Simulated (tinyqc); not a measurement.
# Floating body of a partially depleted SOI transistor: body voltage and kink: what changes with what

Source at 0 V. Channel current Ic = 2 nf K Vt^2 [F(0) - F(Vd)](1 + la Vd), F(V) = ln^2(1 + exp((Vg - VT - nf V)/(2 nf Vt))), VT = VT0 - gb Vb. Saturation voltage Vs = 2 Vt sqrt(F(0)) + 3 Vt, excess Ve = (Vd - Vs + sqrt((Vd - Vs)^2 + 0.0004 V^2))/2, multiplication M1 = Ai Ve exp(-Bl/Ve). Each junction passes D(v) = J1 (exp(v/Vt) - 1) + J2 (exp(v/(2 Vt)) - 1). Bipolar current Ib = bb J1 (exp(Vb/Vt) - 1). The body settles where M1 (Ic + Ib) = D(Vb) + D(Vb - Vd) + Vb/Rb; drain current Id = (1 + M1)(Ic + Ib) - D(Vb - Vd).

Values chosen for this exercise; values of the order met in partially depleted silicon-on-insulator transistors:
- T = 300 K (temperature)
- VT0 = 0.43 V (threshold at zero body voltage)
- gb = 0.21 (fall of the threshold per volt of body voltage)
- nf = 1.15 (slope factor)
- K = 320 uA/(V^2 um) (gain factor per width)
- la = 0.03 1/V (channel-length modulation factor)
- Ai = 1.1 1/V (impact-ionisation prefactor)
- Bl = 5.8 V (impact-ionisation voltage)
- J1 = 1.6e-12 uA/um (diffusion saturation current of each junction)
- J2 = 1.2e-9 uA/um (recombination saturation current of each junction)
- bb = 0.5 (gain of the lateral bipolar transistor on the diffusion current)
- Rb = 1e9 kohm um (resistance of a weak body tie to the source (1e9 stands for no tie, and the term is then dropped))
- Vg = 0.52 V (gate voltage)
- Vd = 1.1 V (drain voltage)

Constants: q = 1.602176634e-19 C, kB = 1.380649e-23 J/K, Vt = kB T/q. Results are converted to the units shown.

Each table varies one quantity; the others keep the values above.

## Output curve and kink

Rows with more than one solution for Vb (latch) are left out; dId/dVd by a forward difference over 1e-4 V, swing = 1e-4 V over the change of log10 Id; M1 under 1e-12 is printed as 0.

Output curve and kink:
```
Vd (V)  Vb (V)        M1  Id, floating (uA/um)  Id, grounded (uA/um)  ratio  dId/dVd, floating (uS/um)  dId/dVd, grounded (uS/um)
0.68    0.3797  1.337e-6                 4.252                 1.472  2.889                      8.565                    0.04353
0.84    0.4805  3.793e-5                 5.328                 1.479  3.602                      5.394                    0.04615
1       0.5414  3.360e-4                 6.061                 1.487  4.075                      3.913                    0.05573
1.16    0.5831  0.001527                 6.614                 1.498  4.416                      3.087                    0.07624
1.32    0.6136  0.004636                 7.070                 1.512  4.675                      2.669                     0.1089
1.48    0.6369   0.01086                 7.484                 1.533  4.882                      2.548                     0.1527
1.64    0.6555   0.02131                 7.898                 1.562  5.057                      2.652                     0.2053
1.8     0.6707   0.03690                 8.342                 1.599  5.217                      2.936                     0.2642
```

Vb rises from 0.380 to 0.671 V and the ratio of the currents rises from 2.89 to 5.22. The output conductance with a floating body exceeds the grounded value by the largest factor among the rows, 197, at Vd = 0.68 V, where Vb = 0.380 V and M1 = 1.34e-6.

## Transfer curve and swing

Same model as above.

Result of one run:
columns A: Vg (V); B: Vb (V); C: M1; D: Id, floating (uA/um); E: Id, grounded (uA/um); F: ratio; G: swing, floating (mV/decade); H: swing, grounded (mV/decade)
```
A          B         C      D       E      F      G      H
0.48  0.5665  0.001247  4.276  0.7329  5.835  206.0  117.6
```

What becomes of these results when the gate voltage Vg is changed from 0.48 to 0.58 V, all else the same?

Result of the changed run:
columns A: Vg (V); B: Vb (V); C: M1; D: Id, floating (uA/um); E: Id, grounded (uA/um); F: ratio; G: swing, floating (mV/decade); H: swing, grounded (mV/decade)
```
A          B         C      D      E      F      G      H
0.58  0.5685  5.498e-4  10.49  3.440  3.049  317.7  192.5
```

The whole series:
columns A: Vg (V); B: Vb (V); C: M1; D: Id, floating (uA/um); E: Id, grounded (uA/um); F: ratio; G: swing, floating (mV/decade); H: swing, grounded (mV/decade)
```
A            B         C         D         E      F      G      H
-0.02  0.04969  0.003869  1.945e-7  1.373e-7  1.417  62.96  69.08
0.08    0.2036  0.003862  1.649e-5  3.924e-6  4.201  46.03  68.57
0.18    0.3815  0.003797  0.001593  1.120e-4  14.22  55.65  68.97
0.28    0.4845  0.003411   0.06898  0.003038  22.70  69.78  71.14
0.38    0.5442  0.002359    0.9614   0.06556  14.66  116.7  81.49
0.48    0.5665  0.001247     4.276    0.7329  5.835  206.0  117.6
0.58    0.5685  5.498e-4     10.49     3.440  3.049  317.7  192.5
0.68    0.5585  2.022e-4     19.41     9.052  2.144  438.1  293.4
0.78    0.5384  5.894e-5     30.83     17.63  1.749  563.5  404.5
```

Vb goes from 0.0497 through a maximum of 0.569 (at Vg = 0.58 V among the rows listed) to 0.538 V. The smallest swing among the rows is 46.0 mV a decade with a floating body (at Vg = 0.08 V) and 68.6 with a grounded one; Vt ln 10 = 59.5. The floating swing is smaller by more than 3 % for Vg = -0.02, 0.08, 0.18 V, where the rising Vb lowers the threshold as Vg rises. In the first row the floating body raises the current by a factor of 1.42.

Range of the model: The multiplication law is an empirical form chosen for the exercise; self-heating and capacitive coupling to the body are left out, and the linear laws are rough once Vb passes about 0.7 V or M1 about 0.1.

Computed by the program tinyqc: `OMP_NUM_THREADS=1 python tinyqc.py 2182262 2182263 out.jsonl`, one thread of a shared Intel Xeon 2.30GHz, about 0.2 s for the whole run.
